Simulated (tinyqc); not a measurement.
Carrier lifetime of an n-type layer with SRH, radiative, Auger and surface recombination: two steps of the calculation.

Uniform excess density dn = dp (no trapping), n = n0 + dn, p = p0 + dn, Boltzmann statistics, full ionisation. Surfaces enter as a rate 2 S dn/d, which holds while diffusion to them is fast.

Parameters, values chosen for the exercise; band and dielectric values close to those of silicon: temperature T = 300 K; radiative coefficient B = 4.68e-15 cm^3/s; Auger coefficient (two electrons) Cn = 2.4e-31 cm^6/s; Auger coefficient (two holes) Cp = 9.3e-32 cm^6/s; surface recombination velocity (both faces) S = 0 cm/s; sample thickness d = 10 um; generation rate G = 1.1e18 cm^-3 s^-1.

Constants: q = 1.602176634e-19 C, kB = 1.380649e-23 J/K, Vt = kB T/q. Results are converted to the units shown.

Question 1. New dn. With e = n p - ni^2 = dn (n0 + p0 + dn): U_SRH = e/(tp0 (n + n1) + tn0 (p + p1)), U_rad = B e, U_Aug = (Cn n + Cp p) e, U_s = 2 S dn/d. Newton step on ln U(ln dn) = ln G, U the sum: k = d ln U/d ln dn (central difference over factors 1.0001), dn(new) = dn (G/U)^(1/k).

dn at the start = 3e14 cm^-3
n0 = 5.3000000e14 cm^-3
p0 = 2.1040945e5 cm^-3
n1 = 7.2007029e8 cm^-3
p1 = 1.5486962e11 cm^-3
tn0 = 4.1666667e-4 s
tp0 = 2.0833333e-6 s

Wanted: U_SRH; U_rad; U_Aug; U_s; k; dn after iteration 1.

Answer 1.

U_SRH = 1.964e18 cm^-3 s^-1
U_rad = 1.165e15 cm^-3 s^-1
U_Aug = 5.655e13 cm^-3 s^-1
U_s = 0 cm^-3 s^-1
k = 0.3713
dn after iteration 1 = 6.287e13 cm^-3

Question 2. Lifetime, shares and quasi-Fermi splitting. tau = dn/U, shares of U, splitting Vt ln(n p/ni^2), radiative efficiency U_rad/U.

converged dn = 1.5197260e13 cm^-3
ni = 1.0560161e10 cm^-3
n0 = 5.3000000e14 cm^-3
p0 = 2.1040945e5 cm^-3
n1 = 7.2007029e8 cm^-3
p1 = 1.5486962e11 cm^-3
tn0 = 4.1666667e-4 s
tp0 = 2.0833333e-6 s

Find: tau; shares; quasi-Fermi splitting.

Answer 2.

tau = 1.3816e-5 s
shares (%): SRH 99.996, radiative 0.004, Auger 0.000, surface 0.000
quasi-Fermi splitting = 0.46853 V

SRH recombination takes the largest share. dn is 0.029 times the doping: low injection.

Computed by the program tinyqc: `OMP_NUM_THREADS=1 python tinyqc.py 2300133 2300134 out.jsonl`, one thread of a shared Intel Xeon 2.30GHz, about 0.01 s for the whole run.
